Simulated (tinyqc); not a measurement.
Inputs raised by 2 %, one at a time: ion-assisted plasma etching: sheath, surface coverage, synergy and aspect-ratio dependence. Computed by tinyqc, a small Python program. Command: `OMP_NUM_THREADS=1 python tinyqc.py 3019166 3019167 out.jsonl etch sens`. One thread of a shared host (Intel(R) Xeon(R) Processor @ 2.30GHz), about 0.01 s of CPU time with the checks.

Radicals adsorb on bare sites; ions remove covered sites with a high yield and bare sites by sputtering; a slow spontaneous reaction acts everywhere, walls included.

Inputs (values chosen for the exercise, close to those used for silicon in a halogen plasma):
```
quantity                                value       unit
plasma density n_e                    5.1e+09     1/cm^3
electron temperature T_e                  3.1         eV
ion mass M_i                             35.5          u
sheath voltage V                          120          V
radical density n                     4.5e+12     1/cm^3
radical mass M_n                         35.5          u
gas temperature T_g                       350          K
sticking coefficient s                   0.64          -
radicals per removed unit x                 2          -
yield slope b                            0.14  eV^(-1/2)
threshold E_th                             22         eV
sputter slope b_p                       0.014  eV^(-1/2)
sputter threshold E_p                      33         eV
spontaneous reaction probability k_c  0.00064          -
solid density N                         5e+22     1/cm^3
ion temperature T_i                      0.47         eV
aspect ratio A                            2.3          -
```

Feature: round hole.

Constants: e = 1.602176634e-19 C; u = 1.6605390666e-27 kg; k_B = 1.380649e-23 J/K; eps_0 = 8.8541878128e-12 F/m.

Method:
- Bohm speed u_B = sqrt(e T_e/M_i); ion flux G_i = 0.61 n_e u_B; radical flux G_n = n c/4 with c = sqrt(8 k_B T_g/(pi M_n)).
- Debye length lambda_D = sqrt(eps_0 T_e/(e n_s)) with n_s = 0.61 n_e, T_e in volts; Child-law sheath d = (sqrt2/3) lambda_D (2 V/T_e)^(3/4); ion energy E = V + T_e/2; angular spread = arctan(sqrt(T_i/E)).
- Yields: Y = b (sqrt(E) - sqrt(E_th)) on covered sites, Y_p = b_p (sqrt(E) - sqrt(E_p)) on bare ones (zero below threshold).
- Steady coverage: s G_n (1 - theta) = x Y G_i theta; removal flux = Y G_i theta + Y_p G_i (1 - theta) + k_c G_n; rate = flux/N, 1 cm/s = 6e8 nm/min.
- Lateral rate = k_c G_n/N; anisotropy = 1 - lateral/vertical; synergy = vertical/(ions alone + radicals alone), with ions alone Y_p G_i/N and radicals alone the lateral rate.
- Transmission of a round hole: K = 1/(1 + 3A/4), walls that scatter diffusely without loss. With a loss probability S = s (1 - theta) at the floor, G_b/G_n = K/(K + S - K S); theta follows G_b, and the two are solved together. Ions are taken to reach the floor unshadowed; G_b replaces G_n in every term of the rate; A is depth over diameter.

Runs:
```
input moved                                 from          to  floor rate over open-field rate  rate at the floor (nm/min)  sheath thickness (um)  synergy
base run                                       -           -                           0.9957                       9.555                   2887    8.024
plasma density n_e (1/cm^3)           5100000000  5202000000                           0.9956                       9.729                   2859    8.064
sheath voltage V (V)                         120       122.4                           0.9956                       9.704                   2930    8.040
radical density n (1/cm^3)               4.5e+12    4.59e+12                           0.9958                       9.571                   2887    7.985
sticking coefficient s                      0.64      0.6528                           0.9958                       9.563                   2887    8.031
yield slope b (eV^(-1/2))                   0.14      0.1428                           0.9956                       9.728                   2887    8.171
spontaneous reaction probability k_c     0.00064   0.0006528                           0.9957                       9.562                   2887    7.978
ion mass M_i (u)                            35.5       36.21                           0.9958                       9.469                   2887    8.005
```

Exponents ln(y'/y) / ln(x'/x):
```
input                                 floor rate over open-field rate  rate at the floor  sheath thickness  synergy
plasma density n_e                                             -0.005              0.914             -0.50    0.246
sheath voltage V                                               -0.004              0.783              0.75    0.098
radical density n                                               0.004              0.086              0.00   -0.251
sticking coefficient s                                          0.002              0.042              0.00    0.040
yield slope b                                                  -0.005              0.910              0.00    0.914
spontaneous reaction probability k_c                           -0.002              0.040              0.00   -0.291
ion mass M_i                                                    0.002             -0.457              0.00   -0.125
```

Which inputs matter most for each result?

Among the inputs moved here: floor rate over open-field rate answers most in size to plasma density n_e (exponent -0.005), and about equally to yield slope b (-0.005). Rate at the floor answers most in size to plasma density n_e (exponent +0.914), and about equally to yield slope b (+0.910). Sheath thickness answers most in size to sheath voltage V (exponent +0.750), next to plasma density n_e (-0.500); its exponent is below 0.0005 for radical density n, sticking coefficient s, yield slope b, spontaneous reaction probability k_c, ion mass M_i. Its exponent -0.500 in plasma density n_e: the sheath scales with the Debye length. Its exponent +0.750 in sheath voltage V: the Child law. Synergy answers most in size to yield slope b (exponent +0.914), next to spontaneous reaction probability k_c (-0.291).

Caution (all rows): a sheath of several millimetres is collisional at usual pressures, which lowers the ion energy and widens the angles.
